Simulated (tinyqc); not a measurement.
Inside a calculation. Model: rapid thermal processing of a wafer: radiative balance, ramp and cooling, pattern effects, pyrometer error and spike budget. Computed by tinyqc, a small Python program that keeps every step. Command: `OMP_NUM_THREADS=1 python tinyqc.py 3113061 3113062 out.jsonl rtp walk`. One thread of a shared host (Intel(R) Xeon(R) Processor @ 2.30GHz), about 0.04 s of CPU time with the checks. Intermediate numbers are printed to about 6 digits and carried at full precision; extremes and crossings named in words are read from the listed rows.

The wafer is opaque and uniform through its thickness unless said otherwise; temperatures in formulas are in kelvin (C + 273.15). sigma = 5.670374419e-12 W/(cm^2 K^4).

Inputs (values chosen for the exercise, modelled on a hot silicon wafer):

| quantity | value | unit |
|---|---|---|
| wafer thickness d | 625 | micrometre |
| heat capacity per volume C | 2.11 | J/(cm^3 K) |
| thermal conductivity k | 0.23 | W/(cm K) |
| emissivity eps of each face | 0.6 | - |
| reflectivity of the chamber walls r | 0.62 | - |
| gas heat-transfer coefficient h, both faces together | 0.58 | mW/(cm^2 K) |
| wall temperature T_w | 350 | K |
| process temperature | 872 | C |
| starting temperature | 400 | C |
| ramp rate | 46 | K/s |
| relative change of absorptivity over a pattern | 4.5 | % |
| period of the pattern | 34 | mm |
| pyrometer wavelength | 4.5 | micrometre |
| error of the assumed emissivity | 5.5 | % |
| activation energy of the process E_a | 3.46 | eV |

Constants: k_B = 8.617333262e-05 eV/K; h = 6.62607015e-34 J s; c = 299792458 m/s; k_B = 1.380649e-23 J/K.

## Power to hold and to ramp

Effective emissivity between parallel grey plates: eps_eff = 1/(1/eps + 1/(1 - r) - 1). Loss per area q(T) = 2 eps_eff sigma (T^4 - T_w^4) + h (T - T_w). Absorbed power during a ramp = q(T) + C d x ramp rate; thermal time constant tau = C d/(dq/dT), dq/dT = 8 eps_eff sigma T^3 + h; natural cooling rate q/(C d); front-to-back difference under one-sided heating at the end of the ramp = (absorbed power) d/(2 k).

eps_eff = 0.303191

holding power q = 6.32259 W/cm^2

power at the end of the ramp = 12.3888 W/cm^2

dq/dT = 21.2341 mW/(cm^2 K)

time constant tau = 6.21054 s

natural cooling rate = 47.9438 K/s

front-to-back difference = 1.68327 K

Radiation carries 93 % of the loss. The ramp needs 2.0 times the holding power.

## Cooling curve

Cooling with the lamps off: C d dT/dt = -q(T), integrated adaptively (relative tolerance 1e-10).

Lamps off at t = 0:

| t (s) | T (C) | cooling rate (K/s) |
|---|---|---|
| 0.62 | 843.677 | 43.5452 |
| 1.20 | 819.464 | 40.0338 |
| 2.50 | 771.715 | 33.7416 |
| 4.30 | 716.953 | 27.4803 |
| 6.20 | 669.433 | 22.7964 |
| 9.30 | 607.395 | 17.6170 |
| 16.00 | 512.544 | 11.4610 |
| 25.00 | 429.329 | 7.5083 |

The rate falls from 47.9 K/s at t = 0 to 7.51 K/s in the last row.

## Thermal budget of a spike

Spike anneal: linear ramp to the peak, then lamps off. Equivalent time at the peak = int exp(-(E_a/k_B)(1/T - 1/T_peak)) dt; estimate (k_B T^2/E_a)(1/ramp rate + 1/cooling rate). The ramp part uses 4000 trapezoid steps, the cooling part 4000 steps over 4 tau. Time within 50 K of the peak from the same curves.

equivalent time, ramp = 0.672628 s

equivalent time, cooling = 0.717787 s

equivalent time, total = 1.39042 s

estimate = 1.39123 s

time within 50 K of the peak = 2.22389 s

Cooling supplies 52 % of the budget.

## What a faster ramp buys

The formulas are those given above.

Against the ramp rate:

| ramp (K/s) | ramp part (s) | cooling part (s) | total (s) | power at the peak (W/cm^2) |
|---|---|---|---|---|
| 10 | 3.09409 | 0.717787 | 3.81188 | 7.641 |
| 25 | 1.23764 | 0.717787 | 1.95542 | 9.619 |
| 50 | 0.61882 | 0.717787 | 1.33660 | 12.916 |
| 100 | 0.30941 | 0.717787 | 1.02720 | 19.510 |
| 250 | 0.12376 | 0.717787 | 0.84155 | 39.291 |
| 500 | 0.06188 | 0.717787 | 0.77967 | 72.260 |
| 1000 | 0.03094 | 0.717787 | 0.74873 | 138.198 |

From 10 to 100 K/s the total falls by a factor 3.7, from 100 to 1000 K/s by 1.37: the cooling part, 0.718 s, is a floor, and the natural cooling rate here is 47.9 K/s.

## Pattern effect

At steady state a sinusoidal change of absorbed power of relative amplitude a and period p gives the temperature amplitude a q/(dq/dT + k d (2 pi/p)^2); healing length l = sqrt(k d/(dq/dT)); process change = E_a dT/(k_B T^2). Emissivity is taken as unchanged.

healing length l = 8.22787 mm

amplitude without lateral conduction = 13.3991 K

amplitude = 4.04569 K

change of the process rate = 12.3871 %

Lateral conduction cuts the amplitude to 30 %, since p/(2 pi l) = 0.66.

## Pyrometer error

Signal proportional to eps/(exp(c2/(lambda T)) - 1), c2 = h c/k_B. If the assumed emissivity is too high by the given error, the reading T' solves (1 + error)/(exp(c2/(lambda T')) - 1) = 1/(exp(c2/(lambda T)) - 1). Wien estimate: T' - T = -lambda T^2 ln(1 + error)/c2. Process rates go as exp(-E_a/(k_B T)).

c2 = 14387.8 micrometre K

c2/(lambda T) = 2.79202

reading less true temperature = -20.2814 K

Wien estimate = -21.9598 K

rate at T over rate at T', less 1 = 88.1695 %

Caution: below about 600 C lightly doped silicon is partly transparent at this wavelength, so its emissivity is not yet the hot value early in the ramp.

Checks made by the program: cooling time against quadrature of C d dT/q (relative difference 3e-08).
